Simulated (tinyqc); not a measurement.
Virtual crystal, CPA and unmixed bands: coherent potential approximation for a binary alloy with a semi-elliptic band.

Site levels eA = -x d (share 1 - x) and eB = (1 - x) d (share x), so that their mean, the virtual crystal, is 0. Pure band: G0(z) = 2 (z - sqrt(z - W) sqrt(z + W))/W^2 with principal roots, density -Im G/pi per site. The medium has a self-energy S(z), G = G0(z - S), z = E + i eta. t_i = (e_i - S)/(1 - (e_i - S) G); the CPA demands <t> = (1 - x) tA + x tB = 0. Iteration: start at S = 0, set S(new) = S + <t>/(1 + <t> G), stop when |<t>| < 1e-9 eV.

Inputs chosen for the exercise:
- W = 2.3 eV (half width of the pure band)
- x = 0.3 (fraction of B)
- d = 2.63 eV (eB - eA)
- eta = 0.046 eV (broadening)
- E1 = -3.1 eV (first energy)
- dE = 0.52 eV (step)

Fifteen energies E1 + j dE. Virtual crystal: G0(z). Unmixed: (1 - x) G0(z - eA) + x G0(z - eB), the limit of large separate grains.

Densities (1/eV) and self-energy (eV):
```
E (eV)  virtual crystal     CPA  unmixed     Re S     Im S
-3.10            0.0027  0.0061   0.0209  -0.4144  -0.0084
-2.58            0.0066  0.1102   0.1181  -0.5135  -0.0945
-2.06            0.1182  0.1834   0.1581  -0.5352  -0.1768
-1.54            0.2002  0.2183   0.1799  -0.5611  -0.2463
-1.02            0.2426  0.2319   0.1901  -0.5972  -0.3182
-0.50            0.2647  0.2276   0.1947  -0.6534  -0.4014
0.02             0.2713  0.2033   0.2267  -0.7553  -0.5081
0.54             0.2636  0.1462   0.2212  -1.0163  -0.6617
1.06             0.2402  0.0412   0.1880  -2.1765  -5.8813
1.58             0.1958  0.1393   0.0924   1.0812  -1.5903
2.10             0.1082  0.1575   0.0834   1.0345  -0.9690
2.62             0.0060  0.1439   0.0779   1.0058  -0.6174
3.14             0.0026  0.0905   0.0678   0.9791  -0.3057
3.66             0.0016  0.0049   0.0499   0.7047  -0.0227
4.18             0.0011  0.0020   0.0069   0.5339  -0.0106
```

What does the comparison show, and why?

d/W = 1.14. CPA and virtual crystal differ by at most 0.199 1/eV, at 1.06 eV, against a peak of 0.277 for the pure band. |Im S| is largest at 1.06 eV (Im S = -5.881 eV); where the density is near zero this is no damping of states. The CPA density has a dip at 1.06 eV (0.0412): the band is parting, or has parted, into an A-like and a B-like subband (in a true gap only the tail of eta remains), which no virtual crystal can show.

tinyqc: `OMP_NUM_THREADS=1 python tinyqc.py 1480425 1480426 out.jsonl`; about 0.01 s, one thread, shared Intel(R) Xeon(R) Processor @ 2.30GHz.
